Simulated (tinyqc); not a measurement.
Dopants and charged point defects at anneal temperature: Fermi-level effect, clustering and pairing: one step, computed by the program tinyqc.

Boltzmann statistics and full ionisation of active dopants. Energies are counted from the valence band; the defect (a vacancy or self-interstitial) has five charge states, with all degeneracy factors one.

Problem. Charged defects. C_0 = N_s exp(S_f/k_B) exp(-H_f/k_B T). Ratios to the neutral state at E_F = E_i: r_+ = exp((E(+/0) - E_i)/k_B T), r_2+ = r_+ exp((E(2+/+) - E_i)/k_B T), r_- = exp((E_i - E(0/-))/k_B T), r_2- = r_- exp((E_i - E(-/2-))/k_B T); at other E_F state q scales as chi^(-q). The enhancement is sum r_q chi^(-q)/sum r_q. The charge on the defects is left out of neutrality.

Inputs (values chosen for the exercise, with bands modelled on germanium):
```
quantity                                        value   unit
anneal temperature T                              930      K
formation enthalpy of the neutral defect H_f     3.25     eV
formation entropy S_f                             8.4    k_B
site density N_s                              4.7e+22  cm^-3
```

Dopant: donor. Second part: clustering of the dopant.

defect levels as fractions of E_g(T): (2+/+), (+/0), (0/-), (-/2-): 0.17  0.11  0.62  0.86

E_g = 0.3819153 eV

k_B T = 0.08014120 eV

n_i = 3.706155e+18 cm^-3

E_i = 0.1603084 eV

chi = 1.605002

Give: neutral defects C_0; Charge states; all defects, doped; enhancement over intrinsic; mean charge.

Solution.

neutral defects C_0 = 5.1056e+08 cm^-3

Charge states:
```
state  ratio r  intrinsic (cm^-3)  doped (cm^-3)
2+      0.0695         3.5488e+07     1.3776e+07
+       0.2285         1.1667e+08     7.2694e+07
0       1.0000         5.1056e+08     5.1056e+08
-       0.3851         1.9660e+08     3.1555e+08
2-      0.0472         2.4123e+07     6.2142e+07
```

all defects, doped = 9.7472e+08 cm^-3

enhancement over intrinsic = 1.1033

mean charge = -0.34840 e

Doping leaves the neutral state alone and multiplies the total by 1.10; the most common state is 0 (in intrinsic material 0).
